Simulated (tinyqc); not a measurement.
A chain with two barriers and dephasing by Buettiker voltage probes: coherent and dephased transmission against energy.

Sites 1 to 5 form a chain with hopping -t. Lead L joins site 1 and lead R site 5, both semi-infinite chains with hopping -t and site energy 0. Every site carries a probe with self-energy -i Gamma_p/2 that draws no net current. Linear response at zero temperature: mu_L = 1, mu_R = 0 in units of the bias.

Sigma = t^2 g(E), g(x) = (x - i sqrt(4 t^2 - x^2))/(2 t^2) for |x| < 2 t and (x - sign(x) sqrt(x^2 - 4 t^2))/(2 t^2) otherwise; Gamma = -2 Im Sigma; G = (E - H - Sigma_L - Sigma_R + i Gamma_p/2)^(-1). With Gamma the broadening by one lead, T_RL = Gamma^2 |G_(5,1)|^2, T_pL = Gamma Gamma_p |G_(p,1)|^2, T_pR = Gamma Gamma_p |G_(p,5)|^2, T_pq = Gamma_p^2 |G_(p,q)|^2 for p != q. No current into probe p: W mu = T_pL with W_pp = T_pL + T_pR + sum_q T_pq and W_pq = -T_pq. Then T_eff = T_RL + sum_p T_pR mu_p, and the resistance is (h/2q^2)/T_eff. Without probes means Gamma_p = 0.

Inputs (values chosen for the exercise): hopping (matrix element -t) t = 1 eV; site energies 1 to N U = [1.8, 0, 0, 0, 1.9] eV; probe broadening Gamma_p gp = 0.74 eV.

Coherent and dephased transmission against energy:
```
E (eV),T without probes,T_eff
-1.8,0.01627,0.08468
-1.5,0.2483,0.1550
-1.2,0.08020,0.1662
-0.9,0.1241,0.2022
-0.6,0.4542,0.2832
-0.3,0.7667,0.3234
0,0.2261,0.2743
0.3,0.1348,0.2284
0.6,0.1445,0.2240
0.9,0.3232,0.2642
1.2,0.7906,0.2729
1.5,0.06880,0.1721
1.8,0.01044,0.08022
```

Read the table: what changes, and by how much?

Without probes T lies between 0.0104 and 0.791 in these rows, with them between 0.0802 and 0.323. The probes lower it in 5 rows and raise it in 8; the largest relative gain is at E = 1.8 eV, where the coherent value is 0.0104.

tinyqc, about 0.01 s, one thread, Intel Xeon 2.30GHz (shared host): `OMP_NUM_THREADS=1 python tinyqc.py 2700022 2700023 out.jsonl`
